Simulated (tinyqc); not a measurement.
Admittance spectroscopy of a deep trap: one step of the calculation.

Schottky contact on an n-type layer with shallow donors Nd (all ionised) and a donor-like deep trap, neutral when filled and positive when empty; depletion approximation. Traps within lam of the depletion edge stay filled. The traps at xt = W - lam, where the level crosses the Fermi level, follow a slow signal and not a fast one. w = 2 pi f.

Problem. Admittance at the signal frequency. Emission rate en = sn vth(T) Nc(T) exp(-Et/kB T) = sn g T^2 exp(-Et/kB T), g = vth Nc/(300 K)^2, as vth goes as T^0.5 and Nc as T^1.5 (degeneracy factor 1). Inflection frequency w0 = 2 en [1 + Nt xt/(Nd W)]; C = C_HF + (C_LF - C_HF)/(1 + (w/w0)^2), G/w = (C_LF - C_HF)(w/w0)/(1 + (w/w0)^2).

Inputs (values chosen for the exercise); material values close to those of silicon:
```
symbol    value   unit                                      meaning
Nc      2.79e19  cm^-3   conduction-band density of states at 300 K
vth       2.2e7   cm/s                    thermal velocity at 300 K
Nd       8.6e14  cm^-3                        shallow donor density
Et          0.2     eV  depth of the trap below the conduction edge
sn      4.6e-14   cm^2                        capture cross-section
Nt       3.4e13  cm^-3                                 trap density
f          6200     Hz                             signal frequency
T           115      K                                  temperature
```

Constants: q = 1.602176634e-19 C, kB = 1.380649e-23 J/K. Results are converted to the units shown.

W = 1818.1543 nm
xt = 1412.5393 nm
C_HF = 5.6003586 nF/cm^2
C_LF = 5.6482813 nF/cm^2

Give: en; w0/(2 pi); C; G/w.

Solution.

en = 7130.3 1/s
w0/(2 pi) = 2339.3 Hz
C = 5.6063 nF/cm^2
G/w = 0.015828 nF/cm^2

The signal is faster than the trap, which mostly does not follow it.

Numbers from tinyqc (`OMP_NUM_THREADS=1 python tinyqc.py 2050031 2050032 out.jsonl`; about 0.01 s on one thread of a shared Intel Xeon 2.30GHz).
